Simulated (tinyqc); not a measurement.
Inside a calculation. Method: plane-wave Kohn-Sham cycle with exchange-only LDA in a layered model solid. Computed by tinyqc, a small Python program that keeps every step. Settings: points = 16, plane-wave index or count = 2, electrons = 4, k points = 2, area = 12.0, mixing = 0.8, iteration cap = 54, Pulay depth = 3. Command: `OMP_NUM_THREADS=1 python tinyqc.py 26861 26862 out.jsonl` (the two numbers bound the seeds that draw the settings). One thread of a shared host (Intel(R) Xeon(R) Processor @ 2.60GHz), about 0.01 s of CPU time with the checks. Later iterations appear only in the table of the cycle.

## Iteration 1: potential

A solid whose potential varies along x alone (atomic units):
```
parameter                      value
period a                   10.900000
cross-section of the cell  12.000000
electrons per cell                 4
grid points                       16
plane waves -n..n, n               2
k points                           2
V1 in V1 cos(2 pi x/a)     -0.120000
```

density at the start, on the grid x_j = j a/N (e/bohr^3): 0.030581  0.030581  0.030581  0.030581  0.030581  0.030581  0.030581  0.030581  0.030581  0.030581  0.030581  0.030581  0.030581  0.030581  0.030581  0.030581

V_H(G) = 4 pi rho(G)/G^2 for G != 0 (uniform background); v_x = -(3 rho/pi)^(1/3); V = V_ext + V_H + v_x; Fourier components f(G_m) = (1/N) sum_j f(x_j) exp(-i G_m x_j).

Potentials on the grid (hartree):
```
x          V_ext     V_H      v_x        V
0.0000   -0.1200  0.0000  -0.3079  -0.4279
0.6813   -0.1109  0.0000  -0.3079  -0.4188
1.3625   -0.0849  0.0000  -0.3079  -0.3928
2.0438   -0.0459  0.0000  -0.3079  -0.3539
2.7250         0  0.0000  -0.3079  -0.3079
3.4062    0.0459  0.0000  -0.3079  -0.2620
4.0875    0.0849  0.0000  -0.3079  -0.2231
4.7687    0.1109  0.0000  -0.3079  -0.1971
5.4500    0.1200  0.0000  -0.3079  -0.1879
6.1312    0.1109  0.0000  -0.3079  -0.1971
6.8125    0.0849  0.0000  -0.3079  -0.2231
7.4938    0.0459  0.0000  -0.3079  -0.2620
8.1750         0  0.0000  -0.3079  -0.3079
8.8562   -0.0459  0.0000  -0.3079  -0.3539
9.5375   -0.0849  0.0000  -0.3079  -0.3928
10.2188  -0.1109  0.0000  -0.3079  -0.4188
```

V(G_m), m = 0, 1, 2, ... (hartree): -0.3079  -0.0600  0.0000  0.0000  0.0000

## Iteration 1: Hamiltonian at one k

k = 0.2500 2 pi / a

H(m,m') = (k + G_m)^2/2 delta + V(G_m - G_m'), with V(-G) = V(G).

H (hartree), lower triangle:
```
         -2       -1       +0       +1      +2
-2   0.2009
-1  -0.0600  -0.2145
+0   0.0000  -0.0600  -0.2976
+1   0.0000   0.0000  -0.0600  -0.0484
+2   0.0000   0.0000   0.0000  -0.0600  0.5331
```

## Iteration 1: levels at that k

Diagonalise the Hermitian matrix.

eigenvalues (hartree): -0.3403  -0.1954  -0.0396  0.2095  0.5393

## Iteration 1: new density

Motion across x is left out: the lowest 2 band(s) hold two electrons at each of the k points (j + 1/2)/nk - 1/2. Residual R = rho(out) - rho(in); rho(new) = rho(in) + 0.8 R. rho(out) = 2/(a A nk) sum |psi|^2 with psi = sum c exp(i G x). Harris energy E = band energy - dV sum rho (V_H/2 + v_x) + (3/4) dV sum rho v_x with rho(in), dV = a A/N, band energy = (2/nk) sum of the filled levels.

rho(out) (e/bohr^3): 0.039934  0.040079  0.039705  0.037360  0.032667  0.026810  0.021538  0.018075  0.016894  0.018075  0.021538  0.026810  0.032667  0.037360  0.039705  0.040079

density after iteration 1 (e/bohr^3): 0.038064  0.038180  0.037880  0.036004  0.032250  0.027564  0.023346  0.020576  0.019631  0.020576  0.023346  0.027564  0.032250  0.036004  0.037880  0.038180

energy per cell = -0.763333 hartree

## Iteration 2: potential

As before.

Potentials on the grid (hartree):
```
x          V_ext      V_H      v_x        V
0.0000   -0.1200   0.3502  -0.3313  -0.1010
0.6813   -0.1109   0.3283  -0.3316  -0.1141
1.3625   -0.0849   0.2623  -0.3307  -0.1533
2.0438   -0.0459   0.1545  -0.3252  -0.2166
2.7250         0   0.0160  -0.3134  -0.2974
3.4062    0.0459  -0.1317  -0.2975  -0.3833
4.0875    0.0849  -0.2621  -0.2814  -0.4587
4.7687    0.1109  -0.3511  -0.2698  -0.5100
5.4500    0.1200  -0.3825  -0.2656  -0.5282
6.1312    0.1109  -0.3511  -0.2698  -0.5100
6.8125    0.0849  -0.2621  -0.2814  -0.4587
7.4938    0.0459  -0.1317  -0.2975  -0.3833
8.1750         0   0.0160  -0.3134  -0.2974
8.8562   -0.0459   0.1545  -0.3252  -0.2166
9.5375   -0.0849   0.2623  -0.3307  -0.1533
10.2188  -0.1109   0.3283  -0.3316  -0.1141
```

V(G_m), m = 0, 1, 2, ... (hartree): -0.3060  0.1074  -0.0043  -0.0006  0.0000

## Iteration 2: Hamiltonian at one k

k = 0.2500 2 pi / a

As before.

H (hartree), lower triangle:
```
         -2       -1       +0       +1      +2
-2   0.2028
-1   0.1074  -0.2126
+0  -0.0043   0.1074  -0.2956
+1  -0.0006  -0.0043   0.1074  -0.0464
+2   0.0000  -0.0006  -0.0043   0.1074  0.5351
```

## Iteration 2: levels at that k

As before.

eigenvalues (hartree): -0.4006  -0.1827  -0.0178  0.2298  0.5545

## Iteration 2: new density

B (overlaps of the stored error matrices):
```
                1               2
1   1.2271544e-03  -3.0113524e-03
2  -3.0113524e-03   7.8033059e-03
```

Motion across x is left out: the lowest 2 band(s) hold two electrons at each of the k points (j + 1/2)/nk - 1/2. Residual R = rho(out) - rho(in); rho(new) = rho(in) + 0.8 R; Pulay mixing then takes sum c_i of the stored mixed densities, with c from B_ij = sum R_i R_j as in DIIS. rho(out) = 2/(a A nk) sum |psi|^2 with psi = sum c exp(i G x). Harris energy E = band energy - dV sum rho (V_H/2 + v_x) + (3/4) dV sum rho v_x with rho(in), dV = a A/N, band energy = (2/nk) sum of the filled levels.

rho(out) (e/bohr^3): 0.008025  0.009416  0.014067  0.022597  0.033745  0.043433  0.047652  0.046878  0.045696  0.046878  0.047652  0.043433  0.033745  0.022597  0.014067  0.009416

DIIS coefficients: 0.7184  0.2816

density after iteration 2 (e/bohr^3): 0.031297  0.031700  0.032516  0.032984  0.032587  0.031139  0.028821  0.026501  0.025503  0.026501  0.028821  0.031139  0.032587  0.032984  0.032516  0.031700

energy per cell = -0.973447 hartree

## Convergence

Stop when sqrt(dV sum R^2) is below 1e-8, dV = a A/N.

Course of the cycle:
```
iteration  E (hartree)  norm of the residual
1            -0.763333              1.00e-01
2            -0.973447              2.53e-01
3            -0.728226              3.04e-02
4            -0.727051              1.44e-02
5            -0.726711              2.92e-04
6            -0.726711              3.79e-04
7            -0.726711              6.11e-05
8            -0.726711              7.12e-06
9            -0.726711              2.84e-06
10           -0.726711              9.39e-07
11           -0.726711              9.44e-07
12           -0.726711              4.58e-08
13           -0.726711              1.27e-08
14           -0.726711              4.30e-09
```

Converged in 14 iterations. Before convergence this energy mixes input and output and is not variational, so it may rise towards its limit.
